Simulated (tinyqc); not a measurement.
Interdiffusion in a binary couple: Darken equations, Kirkendall shift and Boltzmann-Matano analysis: one step, computed by the program tinyqc. Command: `OMP_NUM_THREADS=1 python tinyqc.py 3031296 3031297 out.jsonl darken walk`. One thread of a shared host (Intel(R) Xeon(R) Processor @ 2.30GHz), about 0.05 s of CPU time with the checks.

x is the mole fraction of B; the molar volume is constant, and the two halves are long enough to count as infinite.

Problem. Diffusivities at one composition. D*_i(x) = D*_i(0) exp(k x); thermodynamic factor Phi = 1 - 2 W x (1 - x)/(k_B T); intrinsic D_i = D*_i Phi; interdiffusion D~ = x D_A + (1 - x) D_B.

Inputs (values chosen for the exercise, for a model alloy A-B):

| quantity | value | unit |
|---|---|---|
| tracer diffusivity D*_A(0) | 5.3e-15 | m^2/s |
| tracer diffusivity D*_B(0) | 4.9e-15 | m^2/s |
| slope k of ln D* with x | -0.92 | - |
| regular-solution parameter W | -0.19 | eV |
| temperature T | 1010 | K |
| composition x for the local step | 0.36 | - |

Vacancy-wind correction: none.

Constants: k_B = 8.617333262e-05 eV/K.

Give: thermodynamic factor Phi; intrinsic D_A; intrinsic D_B; interdiffusion coefficient D~ at the local x.

Solution.

thermodynamic factor Phi = 2.0059

intrinsic D_A = 7.6341e-15 m^2/s

intrinsic D_B = 7.0579e-15 m^2/s

interdiffusion coefficient D~ at the local x = 7.2653e-15 m^2/s

A negative W (tendency to order or compound) speeds mixing: Phi is above 1.
